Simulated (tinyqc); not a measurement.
Deformation-potential model of the Delta valleys of a conduction band, step by step. Values are carried at full precision from step to step, so a last printed digit may differ when a step is redone from the rounded ones.

s11 = (C11 + C12)/((C11 - C12)(C11 + 2 C12)), s12 = -C12/((C11 - C12)(C11 + 2 C12)), s44 = 1/C44; exx = s11 sxx + s12 (syy + szz) and cyclic, exy = s44 sxy/2; tension is positive. A uniaxial stress X along the unit vector n is s_ij = X n_i n_j.

Constants: kB = 8.617333262e-05 eV/K; hbar^2/2m0 = 3.80998211 eV angstrom^2.

Parameters, chosen for this exercise (near those of Si; not measured data): C11 = 169.9 GPa; C12 = 61.7 GPa; C44 = 79.5 GPa; load = uniaxial [100] (kind of stress); X = -1.4 GPa (stress); Xd = 1.11 eV (dilation potential); Xu = 9.49 eV (uniaxial potential); T = 300 K (temperature); ml = 0.881 m0 (longitudinal mass); mt = 0.184 m0 (transverse mass).

## Strain from a uniaxial [100] stress

Form the compliances and the strain.

s11, s12, s44 (1/TPa): [7.2979, -1.9442, 12.5786]

strain tensor, rows x, y, z and columns alike:
$$\begin{pmatrix}
-0.010217 & 0.000000 & 0.000000 \\
0.000000 & 0.002722 & 0.000000 \\
0.000000 & 0.000000 & 0.002722
\end{pmatrix}$$

## Valley shifts

Valleys with axes along x, y and z, each a pair at +k and -k. Herring-Vogt shift of a valley with unit axis a: dE = Xd tr(e) + Xu a.e.a. Non-degenerate shares n_i = exp(-dE_i/kT)/sum_j exp(-dE_j/kT). Inverse mass tensor of a valley: (1 - a a)/mt + a a/ml; the masses are taken as independent of strain.

Apply the Herring-Vogt formula to each valley.

Xd tr(e) = -5.30 meV

a.e.a: x -0.010217, y 0.002722, z 0.002722

shifts dE (meV): x -102.26, y 20.53, z 20.53

The lowest valley is x, 122.8 meV below the highest; the mean shift over all valleys is (Xd + Xu/3) tr(e) = -20.40 meV.

## Shares of the electrons

Boltzmann factors of the shifts.

kT = 25.852 meV

shares: x 0.9830, y 0.0085, z 0.0085

effective number of valley axes, 1/(largest share) = 1.017

## Conductivity mass tensor

With one scattering time for all valleys the conductivity goes as M = sum_i n_i (inverse mass tensor of valley i); along the unit vector u, 1/m_c = u.M.u. Without stress 1/m_c = (1/ml + 2/mt)/3. Take u along [110].

M (1/m0), rows x, y, z and columns alike:
$$\begin{pmatrix}
1.208 & 0.000 & 0.000 \\
0.000 & 5.398 & 0.000 \\
0.000 & 0.000 & 5.398
\end{pmatrix}$$

m_c along [110] = 0.3027 m0
m_c without stress = 0.2499 m0

The repopulation alone changes the mobility along [110] by -17.5 %; with all electrons in the valleys lightest or heaviest along this direction it would change by +36 or -18 %.

## Effective density of states

Each of the 6 whole valleys has m_d = (ml mt^2)^(1/3) and N = 2 (m_d kT/(4 pi c))^(3/2), c = hbar^2/2m0. Counted from the lowest edge, Nc = N x 2 x sum_i exp(-(dE_i - dE_min)/kT). 1 angstrom^-3 = 1e24 cm^-3.

m_d = 0.3101 m0
N of one valley = 4.334e+18 cm^-3
Nc under stress = 8.818e+18 cm^-3
Nc without stress = 2.600e+19 cm^-3

## Piezoresistance from repopulation

For small stress d(rho)/rho = pi X. For valleys on the cube axes pi11 = -(2/3) Xu (s11 - s12)/kT x (K - 1)/(2K + 1), pi12 = -pi11/2, pi44 = 0, K = ml/mt. For stress along [110]: pi_l = (pi11 + pi12 + pi44)/2 with the current along it and pi_t = (pi11 + pi12 - pi44)/2 with the current along [1-10]. 1/GPa = 100 x 1e-11/Pa.

K = 4.788

pi11, pi12, pi44 (1e-11/Pa): [-81.0, 40.5, 0.0]

pi_l, pi_t for [110] (1e-11/Pa): [-20.3, -20.3]

Only the transfer between valleys is counted; changes of mass and of intervalley scattering add to it in a real crystal.

## Checks

- Conductivity mass at zero stress against 3/(1/ml + 2/mt): both 0.2499034.
- Piezoresistance coefficients by finite differences against the closed form: largest difference 1.2e-08.

tinyqc: `OMP_NUM_THREADS=1 python tinyqc.py 1080907 1080908 out.jsonl`; about 0.03 s, one thread, shared Intel(R) Xeon(R) Processor @ 2.30GHz.
